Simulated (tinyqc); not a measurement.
Coverage along the feature as the dose grows: atomic layer deposition: Langmuir saturation, growth per cycle and coating of deep features. Computed by tinyqc, a small Python program. Command: `OMP_NUM_THREADS=1 python tinyqc.py 3024713 3024714 out.jsonl ald walk`. One thread of a shared host (Intel(R) Xeon(R) Processor @ 2.30GHz), about 0.02 s of CPU time with the checks.

Precursor A sticks only on free sites, so a long enough pulse saturates; co-reactant B then frees the sites again.

Inputs (values chosen for the exercise, modelled on hafnium oxide from an amide and water):

| quantity | value | unit |
|---|---|---|
| precursor mass M | 411 | u |
| site density q | 3.1 | 1/nm^2 |
| sticking probability beta on free sites | 0.021 | - |
| precursor pressure p | 37 | Pa |
| temperature T | 250 | C |
| pulse time t | 0.00019 | s |
| desorption energy E_d | 1.81 | eV |
| aspect ratio a | 29 | - |

Feature: round hole.

Constants: u = 1.6605390666e-27 kg; k_B = 1.380649e-23 J/K; k_B = 8.617333262e-05 eV/K.

Method:
- Wall flux F = p/sqrt(2 pi M k_B T); rate of filling k_a = beta F/q; desorption k_d = 1e13 exp(-E_d/(k_B T)) per second. 1/m^2 = 1e-18/nm^2.
- Temperatures in kelvin are T(C) + 273.15.
- Diffusion-limited filling (Gordon) of a round hole of diameter w: a saturation front at depth z needs dz/dt = D_K n/(z (4q/w)), with Knudsen D_K = w c/3 and F = n c/4; including the entrance and floor terms, t = (q/F)(1 + 19a/4 + 3a^2/2). Reaction-limited filling needs ln(100)/k_a at any depth, k_a = beta F/q. Flow is molecular. The front picture holds when the modulus a sqrt(beta) is well above 1.
- Depth reached by the given pulse: solve the same formula for a. Exposure = p x diffusion-limited time; 1 langmuir = 1.33322e-4 Pa s.
- Continuum model with steady gas transport: d2n/dz2 = 3 beta (1 - th) n/d_h^2 (d_h the hydraulic diameter, n = 1 at the mouth, no flux at the floor, 60 cells), d th/dt = beta F n (1 - th)/q; no desorption. Times are multiples of the larger of the Gordon time and ln(100)/k_a.

diffusion-limited time = 0.0206469 s

time to 99 % without desorption, ln(100)/k_a = 0.00323353 s

flux F = 210238 1/(nm^2 s)

modulus = 4.20250

Coverage:

| multiple | t (s) | top cell | quarter depth | half depth | three quarters | floor cell |
|---|---|---|---|---|---|---|
| 0.05 | 0.001032 | 0.753 | 0.252 | 0.048 | 0.008 | 0.003 |
| 0.10 | 0.002065 | 0.940 | 0.498 | 0.116 | 0.021 | 0.007 |
| 0.20 | 0.004129 | 0.997 | 0.836 | 0.311 | 0.063 | 0.021 |
| 0.40 | 0.008259 | 1.000 | 0.993 | 0.759 | 0.251 | 0.092 |
| 0.60 | 0.012388 | 1.000 | 1.000 | 0.962 | 0.569 | 0.268 |
| 0.80 | 0.016518 | 1.000 | 1.000 | 0.997 | 0.865 | 0.601 |
| 1.00 | 0.020647 | 1.000 | 1.000 | 1.000 | 0.992 | 0.961 |
| 1.30 | 0.026841 | 1.000 | 1.000 | 1.000 | 1.000 | 1.000 |

At a multiple of 0.2 the coverage is 1.00 at the top and 0.02 at the floor. The coverage falls gradually with depth, without a sharp front. In the last row the floor reaches 1.000.
